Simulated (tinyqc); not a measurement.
From rigid to soft shells: rigid-ion and shell models of the dielectric response of an ionic crystal. Computed by tinyqc, a small Python program. Command: `OMP_NUM_THREADS=1 python tinyqc.py 3010560 3010561 out.jsonl shell walk`. One thread of a shared host (Intel(R) Xeon(R) Processor @ 2.30GHz), about 0.01 s of CPU time with the checks.

Charges +Z and -Z; 6 nearest neighbours, Madelung constant M = 1.747565, volume per ion pair Omega = 2.000000 d^3. Energy per pair U = -M Z^2 e2/d + 6 A exp(-d/rho), e2 = e^2/(4 pi eps_0). In the shell model the anion is a core of charge Y - Z and a massless shell of charge -Y, joined by the spring k; the repulsion acts on the shell. Each ion feels the Lorentz field E + (4 pi/3) P (Gaussian units).

Inputs (values chosen for the exercise, for a model crystal):
```
quantity,value,unit
nearest-neighbour distance d,3.29,angstrom
ionic charge Z,1,e
hardness d/rho,7.52,-
cation mass,136,u
anion mass,14.007,u
shell charge size Y,2.75,e
core-shell spring k,22.5,eV/angstrom^2
cation polarisability alpha_+,1.7,angstrom^3
```

Structure: rock salt.

Constants: e^2/(4 pi eps_0) = 14.39964548 eV angstrom; 1 eV/angstrom^3 = 160.2176634 GPa; nu for 1 eV/(angstrom^2 u) = 15.6333042 THz; 1 THz = 33.35640952 1/cm.

Method:
- Zero pressure fixes 6 A exp(-d/rho) = M Z^2 e2 rho/d^2. Then U = -(M Z^2 e2/d)(1 - rho/d), B = M Z^2 e2 (d/rho - 2)/(9 Omega d), and the spring of one sublattice against the other is R = (1/3) x (Laplacian of the repulsion summed over neighbours) = M Z^2 e2 (d/rho - 2)/(3 d^3), so R = 3 B Omega/d^2.
- With C = 4 pi Z^2 e2/(3 Omega): mu lambda_TO = R - C, mu lambda_LO = R + 2 C; eps_inf = 1 and eps_s = lambda_LO/lambda_TO.
- lambda in eV/(angstrom^2 u) gives the wavenumber 15.6333042 x 33.35640952 x sqrt(lambda); mu is the reduced mass.
- Eliminating the shell gives the anion polarisability alpha_- = Y^2 e2/(k + R), the Szigeti charge Z_S = Z - Y R/(k + R) and the softened spring R' = k R/(k + R). With b = 4 pi (alpha_+ + alpha_-)/(3 Omega): eps_inf = (1 + 2b)/(1 - b) (Clausius-Mossotti); Born charge Z* = Z_S (eps_inf + 2)/3.
- mu lambda_TO = R' - (4 pi e2/(3 Omega)) Z_S^2/(1 - b); mu lambda_LO = mu lambda_TO + 4 pi e2 Z*^2/(eps_inf Omega); eps_s = eps_inf lambda_LO/lambda_TO.

repulsive spring R = 1.30022 eV/angstrom^2

volume Omega = 71.2226 angstrom^3

omega_LO, rigid ions = 253.203 1/cm

Response against the core-shell spring:
```
k (eV/angstrom^2),eps_inf,Z_S,Z*,omega_TO (1/cm),omega_LO (1/cm),eps_s
18,3.2800,0.81474,1.4339,69.137,197.19,26.683
22,2.7989,0.84654,1.3541,74.161,202.84,20.938
29,2.3564,0.88199,1.2808,78.499,209.84,16.839
40,2.0271,0.91342,1.2262,81.576,216.81,14.319
58,1.7878,0.93970,1.1865,83.742,223.27,12.709
90,1.6150,0.96084,1.1578,85.272,228.97,11.645
180,1.4694,0.98028,1.1337,86.540,234.68,10.806
680,1.3684,0.99475,1.1169,87.409,239.24,10.252
```

What follows from these numbers?

From the stiffest to the softest shell eps_inf rises from 1.37 to 3.28 and Z_S falls from 0.99 to 0.81; omega_LO moves by -18 % and omega_TO by -20.9 %. Screening by eps_inf cuts the LO frequency, which rigid ions overstate (rigid ions: 253 per cm); eps_s goes from 10.25 to 26.68.
